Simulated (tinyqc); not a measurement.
Koster-Slater impurity in an sp3s* host: one step. A first estimate from the table.

Values chosen for the exercise (out of a larger set: near a published set for InP; not measured data): V = -20.1 eV (shift of the p levels).

G(E) (1/eV):
```
E (eV)           G_s         G_p
0.000000  -0.0866915   0.0045765
0.172739  -0.1024664  -0.0360408
0.345478  -0.1197299  -0.0631281
0.518218  -0.1391380  -0.0865367
0.690957  -0.1615143  -0.1087762
0.863696  -0.1880129  -0.1313122
1.036435  -0.2203824  -0.1554488
1.209174  -0.2614924  -0.1827510
1.381913  -0.3165672  -0.2155695
```

Question. A defect that shifts the p level of its cation site by V has a level where the host Green function G_p(E) equals 1/V; E is counted from the top of the valence band. Find it by linear interpolation between the two rows that bracket it.

Give: 1/V; estimated level.

Answer.

1/V = -0.04975 1/eV
estimated level = 0.260 eV

Run: tinyqc, `OMP_NUM_THREADS=1 python tinyqc.py 1450686 1450687 out.jsonl`; Intel(R) Xeon(R) Processor @ 2.30GHz, one thread, shared host; about 0.04 s of CPU time with all checks.
